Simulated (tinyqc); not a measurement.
From results back to parameters: localisation in a chain with random site energies (transfer matrices). Three cases, with inputs chosen for the exercise.

Problem. In the localised range mean ln T = c - 2N/xi, xi being the localisation length in sites, and site energies spread evenly over a width W give xi = 24 (4t^2 - E^2)/W^2 for weak disorder. The two means come from a hidden xi.

Case 1.

Values chosen: t = 0.74 eV (hopping); E = -0.34 eV (energy); N1 = 46 (first length); N2 = 123 (second length).

mean ln T: N1 -7.32729, N2 -18.90624

Case 2.

Values chosen: t = 0.69 eV (hopping); E = -0.49 eV (energy); N1 = 68 (first length); N2 = 238 (second length).

mean ln T: N1 -5.75000, N2 -19.35000

Case 3.

Values chosen: t = 1 eV (hopping); E = -0.8 eV (energy); N1 = 76 (first length); N2 = 158 (second length).

mean ln T: N1 -4.86595, N2 -9.51184

Find: xi; W.

Solution. The slope gives xi = 2 (N2 - N1)/(difference of the means), and W = sqrt(24 (4t^2 - E^2)/xi).

Case 1.

xi = 13.3 sites
W = 1.93 eV

Case 2.

xi = 25.0 sites
W = 1.26 eV

Case 3.

xi = 35.3 sites
W = 1.51 eV

Computed by tinyqc, one run a case: `OMP_NUM_THREADS=1 python tinyqc.py N N+1 out.jsonl` with N = 1452407, 1452435, 1452584; one thread of a shared Intel(R) Xeon(R) Processor @ 2.30GHz, about 0.08 s a run at most.
